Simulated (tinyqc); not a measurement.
Five-frequency model of solute diffusion by vacancies in an fcc metal. From solute diffusivity D2 back to temperature T. Computed by tinyqc, a small Python program. Command: `OMP_NUM_THREADS=1 python tinyqc.py 3021924 3021925 out.jsonl fivefreq inv`. One thread of a shared host (Intel(R) Xeon(R) Processor @ 2.30GHz), about 0.02 s of CPU time with the checks.

A vacancy next to the solute exchanges with it (w2), jumps to one of 4 sites that also neighbour the solute (w1) or to one of 7 that do not (w3); w4 is the reverse of w3 and w0 the host jump.

Inputs (values chosen for the exercise, for a model solute in a host close to aluminium):
```
quantity                                      value      unit
barrier E0 (host jump)                        0.585        eV
barrier E1 (vacancy circles the solute)       0.668        eV
barrier E2 (exchange)                         0.496        eV
barrier E3 (dissociation)                     0.638        eV
binding energy E_b (positive for attraction)   0.21        eV
vacancy formation energy E_f                  0.673        eV
formation entropy S_f                           1.4       k_B
attempt frequency nu                            5.3       THz
lattice constant a                             4.05  angstrom
```

Constants: k_B = 8.617333262e-05 eV/K.

Method:
- w_i = nu exp(-E_i/(k_B T)); detailed balance gives E4 = E3 - E_b.
- Manning: with y = w4/w0, 7F = 7 - (10 y^4 + 180.5 y^3 + 927 y^2 + 1341 y)/(2 y^4 + 40.2 y^3 + 254 y^2 + 597 y + 436); f2 = (2 w1 + 7F w3)/(2 w2 + 2 w1 + 7F w3).
- The mean cosine between successive solute jumps follows from f2 = (1 + c)/(1 - c).
- c_v = exp(S_f - E_f/(k_B T)); host D0 = a^2 c_v w0 x 0.7815; solute D2 = a^2 c_v exp(E_b/(k_B T)) w2 f2; 1 angstrom^2 = 1e-16 cm^2.

Task: A run gave the result below. Find the temperature T, known to lie between 400 and 830 K.

solute diffusivity D2 = 8.198932e-14 cm^2/s

Result:

Each step takes the trial c = (a f_b - b f_a)/(f_b - f_a), f being the result less the target and a, b, c the logarithms of the listed values; c replaces end b, the old b replaces a if the sign of f changed, and otherwise f_a is halved.

Scan of the range:
```
temperature T (K)  solute diffusivity D2 (cm^2/s)
400                                   6.80044e-16
452                                   2.77934e-14
510                                   7.14773e-13
576                                   1.29660e-11
651                                   1.70303e-10
735                                   1.61982e-09
830                                   1.18244e-08
```

False position (Illinois rule, in the logarithm of the input) inside the bracket:
```
step    end a    end b    trial  solute diffusivity D2 (cm^2/s)
1     452.000  510.000  456.326                     3.64315e-14
2     510.000  456.326  459.746                     4.49641e-14
3     510.000  459.746  464.770                     6.09030e-14
4     510.000  464.770  469.874                     8.23467e-14
5     464.770  469.874  469.789                     8.19360e-14
6     469.874  469.789  469.800                     8.19892e-14
7     469.874  469.800  469.800                     8.19894e-14
8     469.800  469.800  469.800                     8.19893e-14
```

Solute diffusivity D2 rises at every point of a 13-point scan of the range (every second point is shown), so one value fits; it is bracketed by 452 and 510. Answer: temperature T = 469.8 K.
